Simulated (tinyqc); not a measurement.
Surface Green function of a dimerised chain, Sancho-Rubio decimation: one step of the calculation.

A semi-infinite lead of cells 0, 1, 2, ... with H0 inside a cell and H1 = <cell i|H|cell i + 1>. Cell A, B with A at the surface; -t1 joins A and B, -t2 joins B to the next A. z = E + i eta.

Problem. Self-energy, Dyson check and densities of states. Sigma = H1 g_s H1^dagger is what the lead adds to one more cell, and (z - H0 - Sigma)^(-1) must give g_s back. Densities of states: -Im of the diagonals over pi.

Values chosen for this exercise: energy E = -0.88 eV; broadening eta = 0.01 eV.

H0 (eV):
```
	A	B
A	0	-0.46
B	-0.46	0
```

H1 (eV):
```
	A	B
A	0	0
B	-1	0
```

converged surface Green function g_s (1/eV):
```
	A	B
A	-0.8880699-0.4601326i	0.4649938-0.8609479i
B	0.4649938-0.8609479i	0.8708372-1.6571393i
```

converged bulk Green function (1/eV):
```
	A	B
A	0.0004092-1.0868550i	1.0631102+0.0186488i
B	1.0631102+0.0186488i	0.0004092-1.0868550i
```

Find: Sigma; (z - H0 - Sigma)^(-1); surface density of states; bulk density of states.

Solution.

Sigma (eV):
```
	A	B
A	0.0000+0.0000i	0.0000+0.0000i
B	0.0000+0.0000i	-0.8881-0.4601i
```

(z - H0 - Sigma)^(-1) (1/eV):
```
	A	B
A	-0.888-0.460i	0.465-0.861i
B	0.465-0.861i	0.871-1.657i
```

```
orbital	surface density of states (1/eV)	bulk density of states (1/eV)
A	0.1465	0.3460
B	0.5275	0.3460
```

Computed by the program tinyqc: `OMP_NUM_THREADS=1 python tinyqc.py 2680101 2680102 out.jsonl`, one thread of a shared Intel Xeon 2.30GHz, about 0.02 s for the whole run.
